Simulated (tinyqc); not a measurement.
Charge state against the Fermi level: deep level with several charge states.

Energies from Ev. The defect has charge states +1, 0, -1 with weights 1, gm exp((EF - E1)/kT), exp((2 EF - E1 - E2)/kT); the shares are the weights over their sum. Boltzmann carriers: n = Nc exp((EF - Eg)/kT), p = Nv exp(-EF/kT). Neutrality: p - n + Nd + Nt <q> = 0.

Constants: kB = 8.617333262e-05 eV/K.

Values chosen for the exercise (gap and densities of states near those of Si at this temperature; not measured data):
```
symbol  value  unit  meaning
E1      0.883  eV    level (+1/0) above Ev
E2      0.708  eV    level (0/-1) above Ev
gm      2            degeneracy of the middle state, the others 1
T       250    K
```

Shares:
```
EF (eV)     +1      0     -1     <q>
0.068    1.000  0.000  0.000   1.000
0.158    1.000  0.000  0.000   1.000
0.249    1.000  0.000  0.000   1.000
0.430    1.000  0.000  0.000   1.000
0.521    1.000  0.000  0.000   1.000
0.611    1.000  0.000  0.000   1.000
0.702    0.999  0.000  0.000   0.999
0.792    0.571  0.017  0.412   0.158
0.883    0.000  0.001  0.999  -0.999
0.974    0.000  0.000  1.000  -1.000
1.064    0.000  0.000  1.000  -1.000
```

Give the missing row, EF (eV) = 0.340.

Computed row:
```
EF (eV)     +1      0     -1    <q>
0.340    1.000  0.000  0.000  1.000
```

E2 lies below E1 (negative U = -0.175 eV), so the charge goes from +1 to -1 near (E1 + E2)/2 = 0.795 eV, two electrons at once; the middle state never exceeds a share of 0.0169.

(tinyqc, `OMP_NUM_THREADS=1 python tinyqc.py 1651196 1651197 out.jsonl`, Intel(R) Xeon(R) Processor @ 2.30GHz, 1 thread, shared host, about 0.01 s.)
